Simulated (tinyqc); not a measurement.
## Bulk resistivity and mean free path from two films

Question. In the thick-film limit single-crystal films obey rho = rho0 (1 + 3 (1 - ps) lam/(8 d)). Find rho0, lam and the product rho0 lam.

Values chosen for this exercise:
```
symbol,value,unit,meaning
ps,0,,specular share of surface scattering
```

rho at d = 100 and 370 nm (uohm cm): [1.9261363, 1.7392260]

Solution. rho is a straight line in 1/d: the intercept is rho0 and the slope (3/8)(1 - ps) rho0 lam. Without ps only the product (1 - ps) lam could be found.

rho0 = 1.670 uohm cm
lam = 40.90 nm
rho0 lam = 68.30 uohm cm nm

Numbers from tinyqc (`OMP_NUM_THREADS=1 python tinyqc.py 2100061 2100062 out.jsonl`; about 0.01 s on one thread of a shared Intel Xeon 2.30GHz).
